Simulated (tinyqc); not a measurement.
Capacitance measurement on a leaky thin oxide: effects of series resistance and leakage: one step of the calculation.

The device is a capacitance C in parallel with a leakage conductance G, in series with Rs and Ls. An impedance meter reports either a parallel pair (Cp, Gp) from Y = 1/Z = Gp + i w Cp or a series pair (Cs, Rm) from Z = Rm + 1/(i w Cs); w = 2 pi f, dissipation D = Gp/(w |Cp|).

Question. True capacitance and conductance. EOT = 3.9 tox/eox; CET = EOT + zc + zp; C = 3.9 eps0 A/CET; G = Jg A/Vs.

Values chosen for this exercise; values of the order met in thin-oxide MOS capacitors:
- eox = 24.8 (relative permittivity of the gate insulator (close to zirconium oxide))
- tox = 3.9 nm (insulator thickness)
- A = 100 um^2 (gate area)
- zc = 0.46 nm (oxide-equivalent thickness added by the accumulation layer)
- zp = 0 nm (oxide-equivalent thickness added by gate depletion)
- Jg = 18 A/cm^2 (gate leakage current density, not matched to the thickness)
- Vs = 0.34 V (voltage for an e-fold rise of the leakage)

Constants: eps0 = 8.8541878128e-14 F/cm where lengths are in cm. Results are converted to the units shown.

Wanted: EOT; CET; C; G.

Answer.

EOT = 0.6133 nm
CET = 1.073 nm
C = 3.217 pF
G = 52.94 uS

Computed by the program tinyqc: `OMP_NUM_THREADS=1 python tinyqc.py 2022193 2022194 out.jsonl`, one thread of a shared Intel Xeon 2.30GHz, about 0.01 s for the whole run.
